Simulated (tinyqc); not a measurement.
From results back to parameters: interface roughness in a thin film (subband fluctuation and scattering). Three cases, with inputs chosen for the exercise.

Problem. The screened mobility was computed from a hidden rms height D.

Gaussian roughness spectrum S(q) = pi D^2 Lc^2 exp(-q^2 Lc^2/4). Degenerate gas, taken to fill one subband (the second starts to fill once c kF^2/md exceeds E2 - E1, which is not tested here): kF = sqrt(2 pi Ns/gv), q = 2 kF sin(theta/2), 1/tau = (md/(2 pi c hbar)) G^2 times the integral from 0 to pi of S(q)(1 - cos theta)/eps(q)^2 dtheta, eps(q) = 1 + qs/q with screening (qs = gv md q0/(c eps), q0 = e^2/(4 pi eps0), form factors left out, which overstates the screening; other scattering is left out too, so these values lie far above measured mobilities in all but the thinnest films) or 1 without; mobility = tau c2/md with c2 = e/m0 = 1.75882e15 cm^2/(V s^2); 1e12/cm^2 = 1e-4/angstrom^2.

Constants: hbar^2/2m0 = 3.80998211 eV angstrom^2; hbar = 6.58211957e-16 eV s; e^2/(4 pi eps0) = 14.39964547 eV angstrom.

Case 1.

Values chosen (near those of a thin Si channel on (100), two-fold valleys; shifted at random, so the results belong to these values and not to a real crystal):
- md = 0.192 m0 (mass in the plane)
- gv = 2 (valleys)
- Lc = 8 angstrom (correlation length)
- Ns = 3.8 x 1e12/cm^2 (sheet density)
- eps = 8 (mean dielectric constant at the channel)

G = |dE1/dt| = 1.3315 meV/angstrom
mobility = 1.40740e+06 cm^2/(V s)

Case 2.

Values chosen (near those of a thin InGaAs channel; shifted at random, so the results belong to these values and not to a real crystal):
- md = 0.044 m0 (mass in the plane)
- gv = 1 (valleys)
- Lc = 42 angstrom (correlation length)
- Ns = 0.46 x 1e12/cm^2 (sheet density)
- eps = 11 (mean dielectric constant at the channel)

G = |dE1/dt| = 5.7793 meV/angstrom
mobility = 86314.5 cm^2/(V s)

Case 3.

Values chosen (near those of a thin Si channel on (100), two-fold valleys; shifted at random, so the results belong to these values and not to a real crystal):
- md = 0.193 m0 (mass in the plane)
- gv = 2 (valleys)
- Lc = 48 angstrom (correlation length)
- Ns = 1 x 1e12/cm^2 (sheet density)
- eps = 8 (mean dielectric constant at the channel)

G = |dE1/dt| = 4.7197 meV/angstrom
mobility = 29209.9 cm^2/(V s)

Find: mobility for D = 1 angstrom; D.

Solution. The mobility goes as 1/D^2, so D is the square root of the ratio. One value fixes only D^2 times a function of Lc; a second density is needed to part the two.

Case 1.

mobility for D = 1 angstrom = 1.184e+07 cm^2/(V s)
D = 2.90 angstrom

Case 2.

mobility for D = 1 angstrom = 8.631e+04 cm^2/(V s)
D = 1.00 angstrom

Case 3.

mobility for D = 1 angstrom = 1.288e+05 cm^2/(V s)
D = 2.10 angstrom

Computed by tinyqc, one run a case: `OMP_NUM_THREADS=1 python tinyqc.py N N+1 out.jsonl` with N = 1280390, 1280395, 1280478; one thread of a shared Intel(R) Xeon(R) Processor @ 2.30GHz, about 0.02 s a run at most.
